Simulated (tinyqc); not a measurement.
Worked calculation (part 1 of 2): coupled-perturbed Hartree-Fock on RHF in the 6-31g basis, for H4, spin multiplicity 1. Computed by tinyqc, a small Python program that keeps every step (integrals from PySCF). Settings: charge = 0, multiplicity = 1, basis = 6-31g, method = RHF, energy threshold = 1e-10, iteration cap = 83, orthogonalisation = canonical, start = core, DIIS depth = 6. Command: `OMP_NUM_THREADS=1 python tinyqc.py 26021 26022 out.jsonl` (the two numbers bound the seeds that draw the settings). One thread of a shared host (Intel(R) Xeon(R) Processor @ 2.60GHz), about 0.1 s of CPU time with the checks. Later iterations appear only in the table of the cycle.

## One-electron integrals

Geometry (angstrom):
```
atom         x         y         z
H     0.000000  0.000000  0.000000
H     0.000000  0.000000  0.716000
H     0.000000  1.011000  0.000000
H     0.000000  1.011000  0.716000
```

Basis 6-31g: exponents (1/bohr^2) and contraction coefficients of normalised primitives:
```
element  l (shell)   exponent  coefficient
H            s (1)  18.731137     0.033495
H            s (1)   2.825394     0.234727
H            s (1)   0.640122     0.813757
H            s (2)   0.161278     1.000000
```

Overlap, kinetic and nuclear-attraction integrals over the contracted functions; the nuclear repulsion is the sum of Za Zb / Rab.

nuclear repulsion = 3.37928405 hartree

overlap S, order 1H 1s, 1H 2s, 2H 1s, 2H 2s, 3H 1s, 3H 2s, 4H 1s, 4H 2s:
```
[[1.000000, 0.658292, 0.477040, 0.517478, 0.246300, 0.407471, 0.129962, 0.320427],
 [0.658292, 1.000000, 0.517478, 0.862752, 0.407471, 0.745025, 0.320427, 0.642772],
 [0.477040, 0.517478, 1.000000, 0.658292, 0.129962, 0.320427, 0.246300, 0.407471],
 [0.517478, 0.862752, 0.658292, 1.000000, 0.320427, 0.642772, 0.407471, 0.745025],
 [0.246300, 0.407471, 0.129962, 0.320427, 1.000000, 0.658292, 0.477040, 0.517478],
 [0.407471, 0.745025, 0.320427, 0.642772, 0.658292, 1.000000, 0.517478, 0.862752],
 [0.129962, 0.320427, 0.246300, 0.407471, 0.477040, 0.517478, 1.000000, 0.658292],
 [0.320427, 0.642772, 0.407471, 0.745025, 0.517478, 0.862752, 0.658292, 1.000000]]
```

kinetic energy T (hartree), order 1H 1s, 1H 2s, 2H 1s, 2H 2s, 3H 1s, 3H 2s, 4H 1s, 4H 2s:
```
[[1.395678, 0.259735, 0.260300, 0.171187, 0.022828, 0.109069, -0.041219, 0.065478],
 [0.259735, 0.241917, 0.171187, 0.188173, 0.109069, 0.144868, 0.065478, 0.109681],
 [0.260300, 0.171187, 1.395678, 0.259735, -0.041219, 0.065478, 0.022828, 0.109069],
 [0.171187, 0.188173, 0.259735, 0.241917, 0.065478, 0.109681, 0.109069, 0.144868],
 [0.022828, 0.109069, -0.041219, 0.065478, 1.395678, 0.259735, 0.260300, 0.171187],
 [0.109069, 0.144868, 0.065478, 0.109681, 0.259735, 0.241917, 0.171187, 0.188173],
 [-0.041219, 0.065478, 0.022828, 0.109069, 0.260300, 0.171187, 1.395678, 0.259735],
 [0.065478, 0.109681, 0.109069, 0.144868, 0.171187, 0.188173, 0.259735, 0.241917]]
```

nuclear attraction V (hartree), order 1H 1s, 1H 2s, 2H 1s, 2H 2s, 3H 1s, 3H 2s, 4H 1s, 4H 2s:
```
[[-3.327107, -1.811569, -1.575573, -1.467338, -0.775126, -1.158055, -0.426275, -0.939515],
 [-1.811569, -2.034628, -1.467338, -1.816905, -1.158055, -1.603567, -0.939515, -1.434016],
 [-1.575573, -1.467338, -3.327107, -1.811569, -0.426275, -0.939515, -0.775126, -1.158055],
 [-1.467338, -1.816905, -1.811569, -2.034628, -0.939515, -1.434016, -1.158055, -1.603567],
 [-0.775126, -1.158055, -0.426275, -0.939515, -3.327107, -1.811569, -1.575573, -1.467338],
 [-1.158055, -1.603567, -0.939515, -1.434016, -1.811569, -2.034628, -1.467338, -1.816905],
 [-0.426275, -0.939515, -0.775126, -1.158055, -1.575573, -1.467338, -3.327107, -1.811569],
 [-0.939515, -1.434016, -1.158055, -1.603567, -1.467338, -1.816905, -1.811569, -2.034628]]
```

core Hamiltonian H = T + V (hartree), order 1H 1s, 1H 2s, 2H 1s, 2H 2s, 3H 1s, 3H 2s, 4H 1s, 4H 2s:
```
[[-1.931428, -1.551834, -1.315273, -1.296152, -0.752298, -1.048986, -0.467494, -0.874037],
 [-1.551834, -1.792711, -1.296152, -1.628733, -1.048986, -1.458699, -0.874037, -1.324335],
 [-1.315273, -1.296152, -1.931428, -1.551834, -0.467494, -0.874037, -0.752298, -1.048986],
 [-1.296152, -1.628733, -1.551834, -1.792711, -0.874037, -1.324335, -1.048986, -1.458699],
 [-0.752298, -1.048986, -0.467494, -0.874037, -1.931428, -1.551834, -1.315273, -1.296152],
 [-1.048986, -1.458699, -0.874037, -1.324335, -1.551834, -1.792711, -1.296152, -1.628733],
 [-0.467494, -0.874037, -0.752298, -1.048986, -1.315273, -1.296152, -1.931428, -1.551834],
 [-0.874037, -1.324335, -1.048986, -1.458699, -1.296152, -1.628733, -1.551834, -1.792711]]
```

## Two-electron integrals

Functions are numbered as in S; the eight-fold symmetry (ij|kl) = (ji|kl) = (kl|ij) leaves the list below.

Two-electron integrals (ij|kl) in chemists' order, unique and non-zero (hartree):
```
(11|11) 1.076566   (21|11) 0.578470   (21|21) 0.329423   (22|11) 0.587396
(22|21) 0.361304   (22|22) 0.453150   (31|11) 0.431499   (31|21) 0.244833
(31|22) 0.265891   (31|31) 0.220795   (32|11) 0.357226   (32|21) 0.215777
(32|22) 0.258437   (32|31) 0.200992   (32|32) 0.202646   (33|11) 0.677680
(33|21) 0.415276   (33|22) 0.502937   (33|31) 0.431499   (33|32) 0.448473
(33|33) 1.076566   (41|11) 0.448473   (41|21) 0.256213   (41|22) 0.282435
(41|31) 0.200992   (41|32) 0.180449   (41|33) 0.357226   (41|41) 0.202646
(42|11) 0.486512   (42|21) 0.300772   (42|22) 0.381546   (42|31) 0.238579
(42|32) 0.241217   (42|33) 0.486512   (42|41) 0.241217   (42|42) 0.337299
(43|11) 0.415276   (43|21) 0.255111   (43|22) 0.315114   (43|31) 0.244833
(43|32) 0.256213   (43|33) 0.578470   (43|41) 0.215777   (43|42) 0.300772
(43|43) 0.329423   (44|11) 0.502937   (44|21) 0.315114   (44|22) 0.412240
(44|31) 0.265891   (44|32) 0.282435   (44|33) 0.587396   (44|41) 0.258437
(44|42) 0.381546   (44|43) 0.361304   (44|44) 0.453150   (51|11) 0.198832
(51|21) 0.116017   (51|22) 0.131510   (51|31) 0.084314   (51|32) 0.075608
(51|33) 0.142023   (51|41) 0.090205   (51|42) 0.109337   (51|43) 0.089228
(51|44) 0.114215   (51|51) 0.056451   (52|11) 0.235525   (52|21) 0.146794
(52|22) 0.186816   (52|31) 0.105116   (52|32) 0.101805   (52|33) 0.191519
(52|41) 0.114547   (52|42) 0.156365   (52|43) 0.122681   (52|44) 0.166360
(52|51) 0.077815   (52|52) 0.125113   (53|11) 0.093267   (53|21) 0.056203
(53|22) 0.066587   (53|31) 0.047967   (53|32) 0.046347   (53|33) 0.095326
(53|41) 0.045959   (53|42) 0.059649   (53|43) 0.056851   (53|44) 0.066740
(53|51) 0.026645   (53|52) 0.037913   (53|53) 0.015382   (54|11) 0.183658
(54|21) 0.114614   (54|22) 0.146254   (54|31) 0.085366   (54|32) 0.083950
(54|33) 0.160547   (54|41) 0.090623   (54|42) 0.125181   (54|43) 0.102044
(54|44) 0.135792   (54|51) 0.060486   (54|52) 0.097357   (54|53) 0.031044
(54|54) 0.077058   (55|11) 0.514479   (55|21) 0.329725   (55|22) 0.439626
(55|31) 0.231453   (55|32) 0.229656   (55|33) 0.425407   (55|41) 0.257343
(55|42) 0.367695   (55|43) 0.277241   (55|44) 0.390683   (55|51) 0.198832
(55|52) 0.348334   (55|53) 0.095326   (55|54) 0.270201   (55|55) 1.076566
(61|11) 0.348334   (61|21) 0.199630   (61|22) 0.221161   (61|31) 0.147960
(61|32) 0.131261   (61|33) 0.252131   (61|41) 0.155298   (61|42) 0.184174
(61|43) 0.155380   (61|44) 0.193151   (61|51) 0.077815   (61|52) 0.101344
(61|53) 0.037585   (61|54) 0.079054   (61|55) 0.235525   (61|61) 0.125113
(62|11) 0.403972   (62|21) 0.250927   (62|22) 0.321753   (62|31) 0.183643
(62|32) 0.180497   (62|33) 0.349444   (62|41) 0.196221   (62|42) 0.271168
(62|43) 0.220590   (62|44) 0.293788   (62|51) 0.105674   (62|52) 0.161558
(62|53) 0.053439   (62|54) 0.126372   (62|55) 0.403972   (62|61) 0.161558
(62|62) 0.251527   (63|11) 0.216607   (63|21) 0.131344   (63|22) 0.158443
(63|31) 0.121422   (63|32) 0.122865   (63|33) 0.270201   (63|41) 0.109719
(63|42) 0.147748   (63|43) 0.155335   (63|44) 0.172946   (63|51) 0.050206
(63|52) 0.069385   (63|53) 0.031044   (63|54) 0.057490   (63|55) 0.160547
(63|61) 0.082319   (63|62) 0.116006   (63|63) 0.077058   (64|11) 0.335486
(64|21) 0.209318   (64|22) 0.271168   (64|31) 0.164371   (64|32) 0.167696
(64|33) 0.335486   (64|41) 0.167696   (64|42) 0.239494   (64|43) 0.209318
(64|44) 0.271168   (64|51) 0.087646   (64|52) 0.134627   (64|53) 0.047929
(64|54) 0.108004   (64|55) 0.335486   (64|61) 0.134627   (64|62) 0.211782
(64|63) 0.108004   (64|64) 0.187222   (65|11) 0.329725   (65|21) 0.209822
(65|22) 0.279317   (65|31) 0.149024   (65|32) 0.148007   (65|33) 0.277241
(65|41) 0.163894   (65|42) 0.234298   (65|43) 0.179532   (65|44) 0.250824
(65|51) 0.116017   (65|52) 0.199630   (65|53) 0.056851   (65|54) 0.155335
(65|55) 0.578470   (65|61) 0.146794   (65|62) 0.250927   (65|63) 0.102044
(65|64) 0.209318   (65|65) 0.329423   (66|11) 0.439626   (66|21) 0.279317
(66|22) 0.377963   (66|31) 0.201999   (66|32) 0.203949   (66|33) 0.390683
(66|41) 0.218624   (66|42) 0.319388   (66|43) 0.250824   (66|44) 0.348704
(66|51) 0.131510   (66|52) 0.221161   (66|53) 0.066740   (66|54) 0.172946
(66|55) 0.587396   (66|61) 0.186816   (66|62) 0.321753   (66|63) 0.135792
(66|64) 0.271168   (66|65) 0.361304   (66|66) 0.453150   (71|11) 0.095326
(71|21) 0.056851   (71|22) 0.066740   (71|31) 0.047967   (71|32) 0.045959
(71|33) 0.093267   (71|41) 0.046347   (71|42) 0.059649   (71|43) 0.056203
(71|44) 0.066587   (71|51) 0.026645   (71|52) 0.037585   (71|53) 0.015344
(71|54) 0.030843   (71|55) 0.093267   (71|61) 0.037913   (71|62) 0.053439
(71|63) 0.030843   (71|64) 0.047929   (71|65) 0.056203   (71|66) 0.066587
(71|71) 0.015382   (72|11) 0.160547   (72|21) 0.102044   (72|22) 0.135792
(72|31) 0.085366   (72|32) 0.090623   (72|33) 0.183658   (72|41) 0.083950
(72|42) 0.125181   (72|43) 0.114614   (72|44) 0.146254   (72|51) 0.050206
(72|52) 0.082319   (72|53) 0.030843   (72|54) 0.068860   (72|55) 0.216607
(72|61) 0.069385   (72|62) 0.116006   (72|63) 0.062591   (72|64) 0.108004
(72|65) 0.131344   (72|66) 0.158443   (72|71) 0.031044   (72|72) 0.077058
(73|11) 0.142023   (73|21) 0.089228   (73|22) 0.114215   (73|31) 0.084314
(73|32) 0.090205   (73|33) 0.198832   (73|41) 0.075608   (73|42) 0.109337
(73|43) 0.116017   (73|44) 0.131510   (73|51) 0.039176   (73|52) 0.058826
(73|53) 0.026645   (73|54) 0.050206   (73|55) 0.142023   (73|61) 0.058826
(73|62) 0.090935   (73|63) 0.060486   (73|64) 0.087646   (73|65) 0.089228
(73|66) 0.114215   (73|71) 0.026645   (73|72) 0.060486   (73|73) 0.056451
(74|11) 0.191519   (74|21) 0.122681   (74|22) 0.166360   (74|31) 0.105116
(74|32) 0.114547   (74|33) 0.235525   (74|41) 0.101805   (74|42) 0.156365
(74|43) 0.146794   (74|44) 0.186816   (74|51) 0.058826   (74|52) 0.097288
(74|53) 0.037585   (74|54) 0.082319   (74|55) 0.252131   (74|61) 0.082930
(74|62) 0.141448   (74|63) 0.079054   (74|64) 0.134627   (74|65) 0.155380
(74|66) 0.193151   (74|71) 0.037913   (74|72) 0.097357   (74|73) 0.077815
(74|74) 0.125113   (75|11) 0.231453   (75|21) 0.149024   (75|22) 0.201999
(75|31) 0.115366   (75|32) 0.120261   (75|33) 0.231453   (75|41) 0.120261
(75|42) 0.179603   (75|43) 0.149024   (75|44) 0.201999   (75|51) 0.084314
(75|52) 0.147960   (75|53) 0.047967   (75|54) 0.121422   (75|55) 0.431499
(75|61) 0.105116   (75|62) 0.183643   (75|63) 0.085366   (75|64) 0.164371
(75|65) 0.244833   (75|66) 0.265891   (75|71) 0.047967   (75|72) 0.121422
(75|73) 0.084314   (75|74) 0.147960   (75|75) 0.220795   (76|11) 0.229656
(76|21) 0.148007   (76|22) 0.203949   (76|31) 0.120261   (76|32) 0.129473
(76|33) 0.257343   (76|41) 0.121106   (76|42) 0.187165   (76|43) 0.163894
(76|44) 0.218624   (76|51) 0.075608   (76|52) 0.131261   (76|53) 0.045959
(76|54) 0.109719   (76|55) 0.357226   (76|61) 0.101805   (76|62) 0.180497
(76|63) 0.090623   (76|64) 0.167696   (76|65) 0.215777   (76|66) 0.258437
(76|71) 0.046347   (76|72) 0.122865   (76|73) 0.090205   (76|74) 0.155298
(76|75) 0.200992   (76|76) 0.202646   (77|11) 0.425407   (77|21) 0.277241
(77|22) 0.390683   (77|31) 0.231453   (77|32) 0.257343   (77|33) 0.514479
(77|41) 0.229656   (77|42) 0.367695   (77|43) 0.329725   (77|44) 0.439626
(77|51) 0.142023   (77|52) 0.252131   (77|53) 0.093267   (77|54) 0.216607
(77|55) 0.677680   (77|61) 0.191519   (77|62) 0.349444   (77|63) 0.183658
(77|64) 0.335486   (77|65) 0.415276   (77|66) 0.502937   (77|71) 0.095326
(77|72) 0.270201   (77|73) 0.198832   (77|74) 0.348334   (77|75) 0.431499
(77|76) 0.448473   (77|77) 1.076566   (81|11) 0.270201   (81|21) 0.155335
(81|22) 0.172946   (81|31) 0.121422   (81|32) 0.109719   (81|33) 0.216607
(81|41) 0.122865   (81|42) 0.147748   (81|43) 0.131344   (81|44) 0.158443
(81|51) 0.060486   (81|52) 0.079054   (81|53) 0.030843   (81|54) 0.062591
(81|55) 0.183658   (81|61) 0.097357   (81|62) 0.126372   (81|63) 0.068860
(81|64) 0.108004   (81|65) 0.114614   (81|66) 0.146254   (81|71) 0.031044
(81|72) 0.057490   (81|73) 0.050206   (81|74) 0.069385   (81|75) 0.085366
(81|76) 0.083950   (81|77) 0.160547   (81|81) 0.077058   (82|11) 0.335486
(82|21) 0.209318   (82|22) 0.271168   (82|31) 0.164371   (82|32) 0.167696
(82|33) 0.335486   (82|41) 0.167696   (82|42) 0.239494   (82|43) 0.209318
(82|44) 0.271168   (82|51) 0.087646   (82|52) 0.134627   (82|53) 0.047929
(82|54) 0.108004   (82|55) 0.335486   (82|61) 0.134627   (82|62) 0.211782
(82|63) 0.108004   (82|64) 0.187222   (82|65) 0.209318   (82|66) 0.271168
(82|71) 0.047929   (82|72) 0.108004   (82|73) 0.087646   (82|74) 0.134627
(82|75) 0.164371   (82|76) 0.167696   (82|77) 0.335486   (82|81) 0.108004
(82|82) 0.187222   (83|11) 0.252131   (83|21) 0.155380   (83|22) 0.193151
(83|31) 0.147960   (83|32) 0.155298   (83|33) 0.348334   (83|41) 0.131261
(83|42) 0.184174   (83|43) 0.199630   (83|44) 0.221161   (83|51) 0.058826
(83|52) 0.082930   (83|53) 0.037913   (83|54) 0.069385   (83|55) 0.191519
(83|61) 0.097288   (83|62) 0.141448   (83|63) 0.097357   (83|64) 0.134627
(83|65) 0.122681   (83|66) 0.166360   (83|71) 0.037585   (83|72) 0.079054
(83|73) 0.077815   (83|74) 0.101344   (83|75) 0.105116   (83|76) 0.114547
(83|77) 0.235525   (83|81) 0.082319   (83|82) 0.134627   (83|83) 0.125113
(84|11) 0.349444   (84|21) 0.220590   (84|22) 0.293788   (84|31) 0.183643
(84|32) 0.196221   (84|33) 0.403972   (84|41) 0.180497   (84|42) 0.271168
(84|43) 0.250927   (84|44) 0.321753   (84|51) 0.090935   (84|52) 0.141448
(84|53) 0.053439   (84|54) 0.116006   (84|55) 0.349444   (84|61) 0.141448
(84|62) 0.228819   (84|63) 0.126372   (84|64) 0.211782   (84|65) 0.220590
(84|66) 0.293788   (84|71) 0.053439   (84|72) 0.126372   (84|73) 0.105674
(84|74) 0.161558   (84|75) 0.183643   (84|76) 0.196221   (84|77) 0.403972
(84|81) 0.116006   (84|82) 0.211782   (84|83) 0.161558   (84|84) 0.251527
(85|11) 0.257343   (85|21) 0.163894   (85|22) 0.218624   (85|31) 0.120261
(85|32) 0.121106   (85|33) 0.229656   (85|41) 0.129473   (85|42) 0.187165
(85|43) 0.148007   (85|44) 0.203949   (85|51) 0.090205   (85|52) 0.155298
(85|53) 0.046347   (85|54) 0.122865   (85|55) 0.448473   (85|61) 0.114547
(85|62) 0.196221   (85|63) 0.083950   (85|64) 0.167696   (85|65) 0.256213
(85|66) 0.282435   (85|71) 0.045959   (85|72) 0.109719   (85|73) 0.075608
(85|74) 0.131261   (85|75) 0.200992   (85|76) 0.180449   (85|77) 0.357226
(85|81) 0.090623   (85|82) 0.167696   (85|83) 0.101805   (85|84) 0.180497
(85|85) 0.202646   (86|11) 0.367695   (86|21) 0.234298   (86|22) 0.319388
(86|31) 0.179603   (86|32) 0.187165   (86|33) 0.367695   (86|41) 0.187165
(86|42) 0.281333   (86|43) 0.234298   (86|44) 0.319388   (86|51) 0.109337
(86|52) 0.184174   (86|53) 0.059649   (86|54) 0.147748   (86|55) 0.486512
(86|61) 0.156365   (86|62) 0.271168   (86|63) 0.125181   (86|64) 0.239494
(86|65) 0.300772   (86|66) 0.381546   (86|71) 0.059649   (86|72) 0.147748
(86|73) 0.109337   (86|74) 0.184174   (86|75) 0.238579   (86|76) 0.241217
(86|77) 0.486512   (86|81) 0.125181   (86|82) 0.239494   (86|83) 0.156365
(86|84) 0.271168   (86|85) 0.241217   (86|86) 0.337299   (87|11) 0.277241
(87|21) 0.179532   (87|22) 0.250824   (87|31) 0.149024   (87|32) 0.163894
(87|33) 0.329725   (87|41) 0.148007   (87|42) 0.234298   (87|43) 0.209822
(87|44) 0.279317   (87|51) 0.089228   (87|52) 0.155380   (87|53) 0.056203
(87|54) 0.131344   (87|55) 0.415276   (87|61) 0.122681   (87|62) 0.220590
(87|63) 0.114614   (87|64) 0.209318   (87|65) 0.255111   (87|66) 0.315114
(87|71) 0.056851   (87|72) 0.155335   (87|73) 0.116017   (87|74) 0.199630
(87|75) 0.244833   (87|76) 0.256213   (87|77) 0.578470   (87|81) 0.102044
(87|82) 0.209318   (87|83) 0.146794   (87|84) 0.250927   (87|85) 0.215777
(87|86) 0.300772   (87|87) 0.329423   (88|11) 0.390683   (88|21) 0.250824
(88|22) 0.348704   (88|31) 0.201999   (88|32) 0.218624   (88|33) 0.439626
(88|41) 0.203949   (88|42) 0.319388   (88|43) 0.279317   (88|44) 0.377963
(88|51) 0.114215   (88|52) 0.193151   (88|53) 0.066587   (88|54) 0.158443
(88|55) 0.502937   (88|61) 0.166360   (88|62) 0.293788   (88|63) 0.146254
(88|64) 0.271168   (88|65) 0.315114   (88|66) 0.412240   (88|71) 0.066740
(88|72) 0.172946   (88|73) 0.131510   (88|74) 0.221161   (88|75) 0.265891
(88|76) 0.282435   (88|77) 0.587396   (88|81) 0.135792   (88|82) 0.271168
(88|83) 0.186816   (88|84) 0.321753   (88|85) 0.258437   (88|86) 0.381546
(88|87) 0.361304   (88|88) 0.453150
```

## Orthogonalisation

S = U s U^T; canonical form X = U s^(-1/2), so that X^T S X = 1. Each column of U has its largest component positive (the first on a tie).

eigenvalues of S: [0.027371, 0.136285, 0.241511, 0.414246, 0.524112, 0.742514, 1.334220, 4.579740]

X, order 1H 1s, 1H 2s, 2H 1s, 2H 2s, 3H 1s, 3H 2s, 4H 1s, 4H 2s:
```
[[-0.424241, -0.558859, -0.470261, 0.769164, 0.566274, 0.528553, 0.383856, 0.133756],
 [2.992270, 1.233722, 0.902221, 0.109051, -0.395387, 0.239427, 0.200076, 0.191566],
 [0.424241, 0.558859, -0.470261, -0.769164, 0.566274, -0.528553, 0.383856, 0.133756],
 [-2.992270, -1.233722, 0.902221, -0.109051, -0.395387, -0.239427, 0.200076, 0.191566],
 [0.424241, -0.558859, 0.470261, -0.769164, 0.566274, 0.528553, -0.383856, 0.133756],
 [-2.992270, 1.233722, -0.902221, -0.109051, -0.395387, 0.239427, -0.200076, 0.191566],
 [-0.424241, 0.558859, 0.470261, 0.769164, 0.566274, -0.528553, -0.383856, 0.133756],
 [2.992270, -1.233722, -0.902221, 0.109051, -0.395387, -0.239427, -0.200076, 0.191566]]
```

## Starting guess

The start is the orbitals of the core Hamiltonian; D = 2 C_occ C_occ^T.

D at the start, order 1H 1s, 1H 2s, 2H 1s, 2H 2s, 3H 1s, 3H 2s, 4H 1s, 4H 2s:
```
[[0.559644, 0.141328, 0.559644, 0.141328, -0.118546, -0.097166, -0.118546, -0.097166],
 [0.141328, 0.044146, 0.141328, 0.044146, -0.097166, -0.039724, -0.097166, -0.039724],
 [0.559644, 0.141328, 0.559644, 0.141328, -0.118546, -0.097166, -0.118546, -0.097166],
 [0.141328, 0.044146, 0.141328, 0.044146, -0.097166, -0.039724, -0.097166, -0.039724],
 [-0.118546, -0.097166, -0.118546, -0.097166, 0.559644, 0.141328, 0.559644, 0.141328],
 [-0.097166, -0.039724, -0.097166, -0.039724, 0.141328, 0.044146, 0.141328, 0.044146],
 [-0.118546, -0.097166, -0.118546, -0.097166, 0.559644, 0.141328, 0.559644, 0.141328],
 [-0.097166, -0.039724, -0.097166, -0.039724, 0.141328, 0.044146, 0.141328, 0.044146]]
```
